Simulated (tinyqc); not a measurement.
Time-domain thermoreflectance: layered heat flow under a modulated pulse train, and what the signal ratio measures: one step, computed by the program tinyqc. Command: `OMP_NUM_THREADS=1 python tinyqc.py 3111457 3111458 out.jsonl tdtr walk`. One thread of a shared host (Intel(R) Xeon(R) Processor @ 2.30GHz), about 0.1 s of CPU time with the checks.

Pulses repeat at 80 MHz; heat is laid down at the surface, all layers are isotropic.

Question. Impedance at k = 0 and the modulation frequency. For radial wave number k and angular frequency W each layer has u = sqrt(4 pi^2 k^2 + i W C/kappa) and gamma = kappa u. Surface impedance from below: Z = 1/gamma for the substrate; a layer of thickness L maps Z to (Z + tanh(u L)/gamma)/(1 + gamma Z tanh(u L)); a boundary adds 1/G. Take k = 0 and W = 2 pi f.

Inputs (values chosen for the exercise, modelled on aluminium on 4H-SiC):
```
quantity                                value        unit
metal thickness d                         120          nm
metal conductivity                        180     W/(m K)
metal heat capacity                      2.42  MJ/(m^3 K)
boundary conductance G under the metal     74  MW/(m^2 K)
substrate conductivity kappa              310     W/(m K)
substrate heat capacity C                2.17  MJ/(m^3 K)
modulation frequency f                      2         MHz
```

Stack: metal, substrate.

Give: Z of the substrate; Z at the surface.

Answer.

Z of the substrate = 7.691-7.691i m^2 K/GW

Z at the surface = 20.59-9.03i m^2 K/GW
